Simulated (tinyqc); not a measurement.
Inside a calculation. Model: one-dimensional ballistic tunnel FET, two-band WKB.

Numbers from tinyqc (`OMP_NUM_THREADS=1 python tinyqc.py 2620145 2620146 out.jsonl`; about 0.01 s on one thread of a shared Intel Xeon 2.30GHz). Printed values are rounded.

A p-type source for x < 0 with its Fermi level at 0 and its valence edge at ds; in the channel the bands fall as D exp(-x/lam) towards their flat values, with the conduction edge at Ec = ds - dP and D = dP + Eg. The gate moves dP one to one. The drain Fermi level lies at -Vd and the drain side reflects nothing. For w = E - Ec between 0 and dP an electron crosses the gap. Two-band dispersion with equal masses m: inside the gap kappa = sqrt(m u (1 - u/Eg)/C), u the distance from a band edge, C = hbar^2/(2 m0).

Parameters, values chosen for the exercise; band and dielectric values close to those of germanium:
```
symbol,value,unit,meaning
T,300,K,temperature
Eg,0.67,eV,band gap
m,0.05,m0,band-edge mass of the two-band model
lam,1.8,nm,screening length of the source junction
ds,0.13,eV,source valence edge above the source Fermi level
Vd,0.5,V,drain bias
g,2,,number of degenerate subbands (spin apart)
dP,0.48,eV,tunnelling window Ev(source) - Ec(channel)
w0,0.25,eV,energy above the channel conduction edge
nc,9,,cells of the path
nE,13,,points of the energy grid
```

Constants: q = 1.602176634e-19 C, kB = 1.380649e-23 J/K, hbar = 1.054571817e-34 J s, h = 6.62607015e-34 J s, m0 = 9.1093837015e-31 kg, Vt = kB T/q, hbar^2/(2 m0) = 0.0380998212 eV nm^2. Results are converted to the units shown.

Range of the model: The two-band model describes a direct gap; phonon-assisted tunnelling across an indirect gap is left out. Where S is below about 2 the WKB prefactor of 1 is a rough guess.

## The path through the gap by the midpoint rule

At w = w0 the path runs from xa = lam ln(D/(w + Eg)) to xb = lam ln(D/w); u(x) = w + Eg - D exp(-x/lam) is the height above the valence edge. Cut it into nc equal cells: S = 2 (cell width) times the sum of kappa at the centres.

xa = 0.401658 nm
xb = 2.74690 nm

```
cell   x (nm)    u (eV)  kappa (1/nm)
0     0.53195  0.064240      0.276083
1     0.79253  0.179577      0.415333
2     1.05311  0.279369      0.462337
3     1.31370  0.365711      0.466872
4     1.57428  0.440417      0.445029
5     1.83486  0.505054      0.403949
6     2.09544  0.560979      0.346110
7     2.35603  0.609367      0.269018
8     2.61661  0.651233      0.154722
```

S = 1.68829

## The exponent in closed form

S(w) = 2 lam int_0^Eg kappa(u) du/(w + Eg - u) = 2 pi lam sqrt(m/(C Eg)) [w + Eg/2 - sqrt(w (w + Eg))], T(w) = exp(-S). The common triangular estimate is S = (4/3) lam sqrt(m/C) Eg^1.5/(dP + Eg) for all w.

S(w0) = 1.66859
T(w0) = 0.188513
triangular S = 1.31114

The midpoint value is 1.2 % above the closed form, and the triangular estimate 21 % below it.

## Current on a coarse grid

S(w) = 2 lam int_0^Eg kappa(u) du/(w + Eg - u) = 2 pi lam sqrt(m/(C Eg)) [w + Eg/2 - sqrt(w (w + Eg))], T(w) = exp(-S). I = g (2 q^2/h) int_0^dP T(w) [f(E) - f(E + Vd)] dw, E = ds - dP + w, f(x) = 1/(1 + exp(x/Vt)). Simpson's rule on nE equally spaced points.

```
point    w (eV)        T(w)  difference of the f
0      0.000000  0.00497897             0.996987
1      0.040000   0.0380745             0.999351
2      0.080000   0.0677694             0.999834
3      0.120000   0.0974489             0.999834
4      0.160000    0.126575             0.999351
5      0.200000    0.154795             0.996987
6      0.240000    0.181917             0.986005
7      0.280000    0.207849             0.937481
8      0.320000    0.232563             0.761415
9      0.360000    0.256071             0.404484
10     0.400000    0.278408             0.126299
11     0.440000    0.299621            0.0298474
12     0.480000    0.319764           0.00650522
```

I = 7.37103 uA

A converged quadrature gives 7.381 uA; this grid is 0.14 % below that.
